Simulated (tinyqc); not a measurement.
Width of the well: optical transitions of a finite quantum well.

Each carrier sees a square well of width L with its own depth V and masses m (inside), mb (outside); c = hbar^2/2m0, k = sqrt(m E/c), kappa = sqrt(mb (V - E)/c), and level n solves k L + 2 atan[(k/m)/(kappa/mb)] = n pi. The envelope is cos(kz) for odd n and sin(kz) for even n inside, joins exp(-kappa (|z| - L/2)) outside, and is normalised to 1. Excitons and band mixing are left out.

Constants: hbar^2/2m0 = 3.80998211 eV angstrom^2; hc = 1239.841984 eV nm.

Values chosen for the exercise (near those of a GaAs well in AlGaAs; shifted at random, so the results belong to these values and not to a real crystal):
```
symbol  value                           unit      meaning
Eg      1.532                           eV        gap of the well
Vc      0.219                           eV        conduction offset
Vv      0.115                           eV        valence offset
me      0.0687                          m0        electron, well
meb     0.0894                          m0        electron, barrier
mh      0.333                           m0        heavy hole along z, well
mhb     0.417                           m0        heavy hole, barrier
ml      0.0861                          m0        light hole along z, well
mlb     0.1101                          m0        light hole, barrier
Ls      (26, 39, 54, 69, 88, 108, 157)  angstrom  widths
```

Edge wavelength hc/(Eg + e1 + hh1), squared e1-hh1 overlap, lh1 - hh1, and the 1-2 intersubband energy with f_12 = (m1/c) E12 z_12^2, 1/m1 = <1|1/m|1> (dash: e2 unbound).

Results:
```
L (angstrom)  edge (nm)  overlap^2  lh1 - hh1 (meV)  E12 (meV)   f_12
26                725.9     0.9314             31.8          -      -
39                749.5     0.9571             29.5          -      -
69                777.7     0.9800             19.8      130.6  0.966
88                786.5     0.9859             15.4      100.2  0.985
108               792.3     0.9897             12.0       76.4  0.979
157               799.8     0.9943              7.2       43.5  0.968
```

Give the missing row, L (angstrom) = 54.

Computed row:
```
L (angstrom)  edge (nm)  overlap^2  lh1 - hh1 (meV)  E12 (meV)   f_12
54                766.8     0.9719             24.4      149.7  0.605
```

The edge tunes from 726 to 800 nm, towards hc/Eg = 809 nm, while the overlap goes from 0.931 to 0.994. e2 binds at L = pi sqrt(c/(me Vc)) = 50.0 angstrom; f_12 starts from zero there and is 0.605 at 54 angstrom, the rest going to the continuum; among the widths listed it peaks at 0.985 (88 angstrom) and is 0.968 in the widest well, against 0.961 for hard walls.

Run: tinyqc, `OMP_NUM_THREADS=1 python tinyqc.py 1280832 1280833 out.jsonl`; Intel(R) Xeon(R) Processor @ 2.30GHz, one thread, shared host; about 0.06 s of CPU time with all checks.
